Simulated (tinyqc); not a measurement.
Schottky barrier on an n-type semiconductor, non-linear Poisson equation by Newton steps: course of the Newton iteration.

One dimension, metal at x = 0, donor density C(x) = Nd, uniform. Energies are counted from the electron Fermi level of the semiconductor and the conduction-band edge is Ec = -psi, so n = Nc exp(psi/Vt); holes follow the Fermi level of the metal, at -V, so p = Nv exp((V - psi - Eg)/Vt). Ends: psi(0) = V - phiB and psi = Vt ln(Nd/Nc) deep inside. Boltzmann statistics, full ionisation, no current, no image force in the Poisson equation.

a_i = eps0 eps_r/h_i for the interval from node i to i + 1, with h_i = x_(i+1) - x_i in cm.

Start: A straight line in x from psi_0 = V - phiB to psi_b = Vt ln(Nd/Nc).

n_i = Nc exp(psi_i/Vt), p_i = Nv exp((V - psi_i - Eg)/Vt), rho_i = p_i - n_i + C_i, g_i = (n_i + p_i)/Vt. Box widths w_i = (h_(i-1) + h_i)/2 in cm. Residual F_i = a_i (psi_(i+1) - psi_i) - a_(i-1) (psi_i - psi_(i-1)) + q rho_i w_i; Jacobian: a_(i-1) and a_i beside the diagonal, b_i = -a_(i-1) - a_i - q g_i w_i on it. The two end nodes are fixed.

Solve the tridiagonal system a_(i-1) d_(i-1) + b_i d_i + a_i d_(i+1) = -F_i for nodes 1 to 9, with d = 0 on fixed nodes. The full step is added.

Stop when the largest undamped |d| is below 1e-9 V, or after 25 iterations.

Inputs (values chosen for the exercise); band and dielectric values close to those of 4H silicon carbide: temperature T = 273 K; band gap Eg = 3.29 eV; relative permittivity eps_r = 9.76; conduction-band density of states at T Nc = 1.5e19 cm^-3; valence-band density of states at T Nv = 2.17e19 cm^-3; donor density deep in the semiconductor Nd = 1.1e17 cm^-3; barrier height phiB = 1.2 eV; bias of the metal against the semiconductor V = 0 V.

Constants: q = 1.602176634e-19 C, kB = 1.380649e-23 J/K, Vt = kB T/q, eps0 = 8.8541878128e-14 F/cm where lengths are in cm. Results are converted to the units shown.

```
node,x (nm),donor density C (cm^-3)
0,0,1.1e17
1,9.9,1.1e17
2,21.6,1.1e17
3,35.6,1.1e17
4,52.1,1.1e17
5,71.7,1.1e17
6,95,1.1e17
7,123,1.1e17
8,155,1.1e17
9,194,1.1e17
10,240,1.1e17
```

Course of the iteration:
```
iteration,largest |F| (C/cm^2),largest |d| (V),at node
1,7.49e-8,1.47,7
2,3.02e10,0.0235,6
3,1.11e10,0.0235,7
4,4.09e9,0.0235,6
5,1.50e9,0.0235,7
6,5.54e8,0.0235,6
7,2.04e8,0.0235,7
8,7.49e7,0.0235,6
9,2.76e7,0.0235,6
...,...,...,...
17,9250,0.0235,7
18,3400,0.0235,8
19,1250,0.0235,7
20,460,0.0235,7
21,169,0.0235,7
22,62.3,0.0235,7
23,22.9,0.0235,7
24,8.43,0.0235,7
25,3.10,0.0235,7
```

Did this iteration meet its convergence test, and what does its course show?

No. Not converged within 25 iterations. The largest step sits at about Vt = 23.5 mV an iteration. An early full step of 1.47 V left a carrier density far too high, and where one exponential dominates the residual a Newton step lowers its exponent by only one. A rerun with the same steps from the depletion start converges in 5 iterations.

Program tinyqc, `OMP_NUM_THREADS=1 python tinyqc.py 2020136 2020137 out.jsonl`; Intel Xeon 2.30GHz, shared host, one thread, about 0.05 s.
